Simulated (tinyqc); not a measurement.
Thin (001) film in sp3s* tight binding with raised dangling bonds: one step. Levels of the small film. The numbers come from values chosen for the exercise (near a published set for AlAs, fitted to gaps, whose masses and valley positions are rough).

s, pz, s* block (eV):
```
          sa1       za1      *a1       sc2       zc2       *c2       sa3       za3       *a3       sc4       zc4
sa1  -2.43758  -5.00000        0  -3.36100   2.53500         0         0         0         0         0         0
za1  -5.00000   5.99042        0  -2.77450   0.94300  -2.48650         0         0         0         0         0
*a1         0         0  7.54542         0   2.25250         0         0         0         0         0         0
sc2  -3.36100  -2.77450        0  -1.14758         0         0  -3.36100   2.77450         0         0         0
zc2   2.53500   0.94300  2.25250         0   3.59142         0  -2.53500   0.94300  -2.25250         0         0
*c2         0  -2.48650        0         0         0   6.71442         0   2.48650         0         0         0
sa3         0         0        0  -3.36100  -2.53500         0  -7.43758         0         0  -3.36100   2.53500
za3         0         0        0   2.77450   0.94300   2.48650         0   0.99042         0  -2.77450   0.94300
*a3         0         0        0         0  -2.25250         0         0         0   7.54542         0   2.25250
sc4         0         0        0         0         0         0  -3.36100  -2.77450         0  -1.14758         0
zc4         0         0        0         0         0         0   2.53500   0.94300   2.25250         0   3.59142
*c4         0         0        0         0         0         0         0  -2.48650         0         0         0
sa5         0         0        0         0         0         0         0         0         0  -3.36100  -2.53500
za5         0         0        0         0         0         0         0         0         0   2.77450   0.94300
*a5         0         0        0         0         0         0         0         0         0         0  -2.25250

          *c4       sa5      za5       *a5
sa1         0         0        0         0
za1         0         0        0         0
*a1         0         0        0         0
sc2         0         0        0         0
zc2         0         0        0         0
*c2         0         0        0         0
sa3         0         0        0         0
za3  -2.48650         0        0         0
*a3         0         0        0         0
sc4         0  -3.36100  2.77450         0
zc4         0  -2.53500  0.94300  -2.25250
*c4   6.71442         0  2.48650         0
sa5         0  -2.43758  5.00000         0
za5   2.48650   5.00000  5.99042         0
*a5         0         0        0   7.54542
```

u, v block (eV):
```
         ua1       va1       uc2       vc2       ua3       va3       uc4       vc4       ua5      va5
ua1  0.99042         0   3.10350         0         0         0         0         0         0        0
va1        0  10.99042         0  -1.21750         0         0         0         0         0        0
uc2  3.10350         0   3.59142         0  -1.21750         0         0         0         0        0
vc2        0  -1.21750         0   3.59142         0   3.10350         0         0         0        0
ua3        0         0  -1.21750         0   0.99042         0   3.10350         0         0        0
va3        0         0         0   3.10350         0   0.99042         0  -1.21750         0        0
uc4        0         0         0         0   3.10350         0   3.59142         0  -1.21750        0
vc4        0         0         0         0         0  -1.21750         0   3.59142         0  3.10350
ua5        0         0         0         0         0         0  -1.21750         0  10.99042        0
va5        0         0         0         0         0         0         0   3.10350         0  0.99042
```

Task: Diagonalise both blocks.

Give: levels of the s, pz, s* block; levels of the u, v block.

Result:

levels of the s, pz, s* block (eV): -11.102  -8.609  -7.409  -3.022  2.642  3.029  3.067  3.697  5.243  6.585  7.545  8.702  10.054  10.325  10.866

levels of the u, v block (eV): -1.715  -1.715  -0.596  -0.596  5.044  5.044  6.208  6.208  11.213  11.213

No level lies between 0 and the bulk edge 2.301 eV; confinement has widened the gap at zero in-plane momentum to 3.238 eV.

Run: tinyqc, `OMP_NUM_THREADS=1 python tinyqc.py 1450418 1450419 out.jsonl`; Intel(R) Xeon(R) Processor @ 2.30GHz, one thread, shared host; about 0.4 s of CPU time with all checks.
